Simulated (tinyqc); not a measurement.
## Ballistic Schottky-barrier transistor with a one-dimensional channel, WKB contacts: effect of the screening length

Source Fermi level 0, drain Fermi level -Vd. Far from the contacts Ec = pn - psi, and the gate moves psi one to one; the band edges relax as exp(-x/lam) from pn at the source and pn - Vd at the drain; Ev = Ec - Eg. A carrier of energy w inside the channel band meets at a contact a barrier of height D (the contact edge beyond the channel edge): T = 1 for w >= D, else exp(-S), S = 4 lam sqrt(m/C) [sqrt(D - w) - sqrt(w) arctan sqrt((D - w)/w)], C = hbar^2/(2 m0). The two contacts combine as Ts Td/(Ts + Td - Ts Td).

I = g (2 q^2/h) int T(w) [f(Es + w) - f(Ed + w)] dw, f(y) = 1/(1 + exp(y/Vt)). Electrons: Ds = psi, Dd = psi - Vd, Es = Ec, Ed = Ec + Vd. Holes: Ds = -psi, Dd = Vd - psi, Es = -Ev, Ed = -Ev - Vd. The size of each current is taken; both flow from drain to source and add. The integrals are converged.

Inputs (values chosen for the exercise); channel values close to those of a carbon nanotube:
- T = 300 K (temperature)
- pn = 0.34 eV (barrier for electrons at both contacts)
- mn = 0.059 m0 (electron mass)
- g = 2 (valleys or subbands)
- Vd = 0.5 V (drain bias)
- ps = 0.48 V (band shift psi of the channel by the gate)

Constants: q = 1.602176634e-19 C, kB = 1.380649e-23 J/K, hbar = 1.054571817e-34 J s, h = 6.62607015e-34 J s, m0 = 9.1093837015e-31 kg, Vt = kB T/q, hbar^2/(2 m0) = 0.0380998212 eV nm^2. Results are converted to the units shown.

Effect of the screening length:
```
lam (nm),current of the electrons (uA),share over the barriers (%),|d psi/d log10| of this current (mV/decade)
0.5,9.687,8.032e-5,295.4
1.6,2.108,3.690e-4,236.9
2.6,0.6544,0.001189,202.2
3.7,0.2134,0.003646,179.6
4.8,0.07966,0.009767,167.0
5.9,0.03332,0.02335,161.1
6.9,0.01647,0.04723,160.0
8,0.008284,0.09392,162.5
```

The current falls from 9.69 to 0.00828 uA, while the share over the barriers rises from 8.03e-5 to 0.0939 %: the thermionic part does not depend on lam, and a thinner barrier adds tunnelling. The swing goes from 295 through a minimum of 160 (at lam = 6.9 nm among the rows listed) to 163 mV/decade.

Range of the model: No scattering, image-force lowering, channel charge or band-to-band tunnelling; parabolic kappa overstates S deep in the gap.

Numbers from tinyqc (`OMP_NUM_THREADS=1 python tinyqc.py 2390139 2390140 out.jsonl`; about 0.07 s on one thread of a shared Intel Xeon 2.30GHz).
